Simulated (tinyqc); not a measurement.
Solid solubility of a dopant against its melt (retrograde solidus), clustering and the electrically active fraction: one step, computed by the program tinyqc.

Task: Active fraction after the anneal. A highly soluble donor (another dopant than that of the solidus) is limited by clustering. Donors N_a are active, and clusters hold m atoms each: N_t = N_a + m C, m C = N* (N_a/N*)^m, with N*(T) = N*(1273 K) exp[-(E_b/k_B)(1/T - 1/1273)]. Resistivity = 1/(e mu N_a).

Inputs (values chosen for the exercise, of the order of those of copper in silicon for the solubility):

| quantity | value | unit |
|---|---|---|
| total dopant density N_t | 1.8e+21 | 1/cm^3 |
| atoms per cluster m | 2 | - |
| cluster scale N* at 1273 K | 5e+20 | 1/cm^3 |
| activation energy E_b of the cluster scale | 0.36 | eV |
| anneal temperature T_a | 1000 | K |
| mobility mu | 90 | cm^2/(V s) |

Clustering: clusters of m atoms, electrons left out.

Constants: k_B = 8.617333262e-05 eV/K; e = 1.602176634e-19 C.

Give: N*(T_a); active density N_a; active fraction; resistivity.

Result:

N*(T_a) = 2.041e+20 1/cm^3

active density N_a = 5.126e+20 1/cm^3

active fraction = 0.2848

resistivity = 0.1353 milliohm cm

Doubling the dose would raise N_a by only 48 %. Caution: this clustering law is a generic form; degeneracy and a doping-dependent mobility are left out.
